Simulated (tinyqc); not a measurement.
Schottky barrier on an n-type semiconductor with a surface-enhanced doping, non-linear Poisson equation by Newton steps: one step of the calculation.

One dimension, metal at x = 0, donor density C(x) = Nd + N0 exp(-x/Ls). Energies are counted from the electron Fermi level of the semiconductor and the conduction-band edge is Ec = -psi, so n = Nc exp(psi/Vt); holes follow the Fermi level of the metal, at -V, so p = Nv exp((V - psi - Eg)/Vt). Ends: psi(0) = V - phiB and psi = Vt ln(Nd/Nc) deep inside. Boltzmann statistics, full ionisation, no current, no image force in the Poisson equation.

Question. End potentials, built-in voltage, Debye length. psi_0 = V - phiB, psi_b = Vt ln(Nd/Nc), Vbi = phiB - Vt ln(Nc/Nd), LD = sqrt(eps0 eps_r Vt/(q Nd)), W = sqrt(2 eps0 eps_r (Vbi - V)/(q Nd)), hole density at the metal p_0 = Nv exp((phiB - Eg)/Vt).

Values chosen for this exercise; band and dielectric values those of a made-up semiconductor: temperature T = 300 K; band gap Eg = 1.08 eV; relative permittivity eps_r = 14.8; conduction-band density of states at T Nc = 5.51e17 cm^-3; valence-band density of states at T Nv = 1.38e19 cm^-3; donor density deep in the semiconductor Nd = 1.4e16 cm^-3; barrier height phiB = 0.54 eV; bias of the metal against the semiconductor V = 0 V.

Constants: q = 1.602176634e-19 C, kB = 1.380649e-23 J/K, Vt = kB T/q, eps0 = 8.8541878128e-14 F/cm where lengths are in cm. Results are converted to the units shown.

Give: psi_0; psi_b; Vbi; LD; W for uniform Nd; p_0.

Answer.

psi_0 = -0.54000 V
psi_b = -0.094946 V
Vbi = 0.44505 V
LD = 38.863 nm
W for uniform Nd = 228.04 nm
p_0 = 1.1702e10 cm^-3

The hole density at the metal is 8.4e-7 times Nd, so holes hardly matter.

Numbers from tinyqc (`OMP_NUM_THREADS=1 python tinyqc.py 2020028 2020029 out.jsonl`; about 0.07 s on one thread of a shared Intel Xeon 2.30GHz).
